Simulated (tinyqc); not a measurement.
Current of a Schottky diode by thermionic-emission-diffusion theory, and its read-back from I-V-T and C-V data: one step, computed by the program tinyqc.

Full ionisation, no tunnelling, no recombination current. V is the voltage across the junction itself, forward positive.

Question. Current. N_c(T) = N_c (T/300 K)^(3/2); V_bi = phi_0 - (k_B T/e) ln(N_c(T)/N); surface field F = sqrt(2 e N (V_bi - V - k_B T/e)/(eps eps_0)); image lowering d_phi = sqrt(e F/(4 pi eps eps_0)); effective barrier phi = phi_0 - d_phi - sigma^2 (1 - rho V)/(2 k_B T). Collection velocity v_R = A* T^2/(e N_c(T)); diffusion velocity v_D = mu F; J = e N_c(T) v_R/(1 + v_R/v_D) exp(-phi/k_B T) [exp(e V/k_B T) - 1]. Terminal voltage V + J R_s.

Inputs (values chosen for the exercise, modelled on n-type Ga2O3):
```
quantity                                     value           unit
Richardson constant A*                          34   A/(cm^2 K^2)
effective density of states at 300 K, N_c  3.9e+18         1/cm^3
permittivity eps                              10.2              -
mobility mu                                    130     cm^2/(V s)
barrier without image force phi_0 (mean)      1.05             eV
doping N                                   8.1e+15         1/cm^3
series resistance R_s                         0.68  milliohm cm^2
junction voltage V                             0.3              V
temperature T                                  200              K
standard deviation sigma                        90            meV
relative change of sigma^2 with bias, rho     0.62            1/V
```

Barrier: Gaussian spread of heights.

Constants: k_B = 8.617333262e-05 eV/K; e = 1.602176634e-19 C; eps_0 = 8.8541878128e-12 F/m.

Give: v_R; v_D; current density J; terminal voltage.

Answer.

v_R = 3.9985e+06 cm/s

v_D = 5.5613e+06 cm/s

current density J = 2.7446e-08 A/cm^2

terminal voltage = 0.30000 V

v_D/v_R = 1.39: both steps matter.
